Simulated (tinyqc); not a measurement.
Two-mode optical phonons of a ternary alloy from two coupled oscillators. From upper LO mode back to fraction x of A. Computed by tinyqc, a small Python program. Command: `OMP_NUM_THREADS=1 python tinyqc.py 3003958 3003959 out.jsonl twomode inv`. One thread of a shared host (Intel(R) Xeon(R) Processor @ 2.30GHz), about 0.01 s of CPU time with the checks.

An alloy A(x)B(1-x)C has an A-C and a B-C bond oscillator. Each TO frequency moves linearly from the impurity mode (dilute end) to the TO of the pure crystal; each strength is proportional to the number of bonds.

Inputs (values chosen for the exercise, modelled on Al(x)Ga(1-x)As, with A-C the AlAs-like and B-C the GaAs-like bond):

| quantity | value | unit |
|---|---|---|
| omega_TO of pure AC | 363.9 | 1/cm |
| omega_LO of pure AC | 399.8 | 1/cm |
| omega_TO of pure BC | 266.6 | 1/cm |
| omega_LO of pure BC | 292 | 1/cm |
| eps_inf of AC | 8.3 | - |
| eps_inf of BC | 10.6 | - |
| impurity mode of A in BC | 353.9 | 1/cm |
| impurity mode of B in AC | 250.7 | 1/cm |

Method:
- omega_1 = (impurity mode of A) + x (omega_TO,AC - impurity mode of A); omega_2 = (impurity mode of B) + (1 - x)(omega_TO,BC - impurity mode of B); eps_inf = x eps_AC + (1 - x) eps_BC; strengths W_1 = x eps_AC (omega_LO,AC^2 - omega_TO,AC^2), W_2 = (1 - x) eps_BC (omega_LO,BC^2 - omega_TO,BC^2).
- eps(omega) = eps_inf + W_1/(omega_1^2 - omega^2) + W_2/(omega_2^2 - omega^2) = 0 is the eigenproblem of the matrix [[omega_1^2 + W_1/eps_inf, sqrt(W_1 W_2)/eps_inf], [sqrt(W_1 W_2)/eps_inf, omega_2^2 + W_2/eps_inf]] for omega_LO^2.
- Uncoupled values keep the diagonal alone. eps_s = eps_inf + W_1/omega_1^2 + W_2/omega_2^2.

Question. A run gave the result below. Find the fraction x of A, known to lie between 0.21 and 0.45.

upper LO mode = 371.1661 1/cm

Answer.

Each step takes the trial c = (a f_b - b f_a)/(f_b - f_a), f being the result less the target and a, b, c the logarithms of the listed values; c replaces end b, the old b replaces a if the sign of f changed, and otherwise f_a is halved.

Scan of the range:

| fraction x of A | upper LO mode (1/cm) |
|---|---|
| 0.210 | 364.056 |
| 0.238 | 365.351 |
| 0.271 | 366.867 |
| 0.307 | 368.509 |
| 0.349 | 370.412 |
| 0.396 | 372.530 |
| 0.450 | 374.952 |

False position (Illinois rule, in the logarithm of the input) inside the bracket:

| step | end a | end b | trial | upper LO mode (1/cm) |
|---|---|---|---|---|
| 1 | 0.349000 | 0.396000 | 0.365053 | 371.137 |
| 2 | 0.396000 | 0.365053 | 0.365676 | 371.165 |
| 3 | 0.396000 | 0.365676 | 0.365723 | 371.167 |
| 4 | 0.365676 | 0.365723 | 0.365700 | 371.166 |

Upper LO mode rises at every point of a 13-point scan of the range (every second point is shown), so one value fits; it is bracketed by 0.349 and 0.396. Answer: fraction x of A = 0.3657.
